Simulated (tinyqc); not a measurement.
Thermal stress, cracking, delamination and buckling of a thin film; Griffith cracks and misfitting inclusions: one step, computed by the program tinyqc.

Isotropic linear elasticity; the substrate is much thicker than the film; stress is positive in tension.

Problem. Griffith crack in the substrate. Through crack of length 2a in plane strain: K_Ic = sqrt(2 gamma_s E_s/(1 - nu_s^2)); fracture stress = K_Ic/sqrt(pi a). An edge crack of depth a has K larger by 1.1215.

Inputs (values chosen for the exercise, modelled on a GaN film on silicon):

| quantity | value | unit |
|---|---|---|
| substrate Young's modulus E_s | 153 | GPa |
| substrate Poisson ratio nu_s | 0.22 | - |
| flaw half length a | 0.091 | micrometre |
| substrate surface energy gamma_s | 2.2 | J/m^2 |

Give: toughness K_Ic; fracture stress, inner crack; fracture stress, edge crack.

Solution.

toughness K_Ic = 0.84109 MPa m^0.5

fracture stress, inner crack = 1573.1 MPa

fracture stress, edge crack = 1402.7 MPa

The inner crack lowers the strength to 10.3 % of the ideal E_s/10.
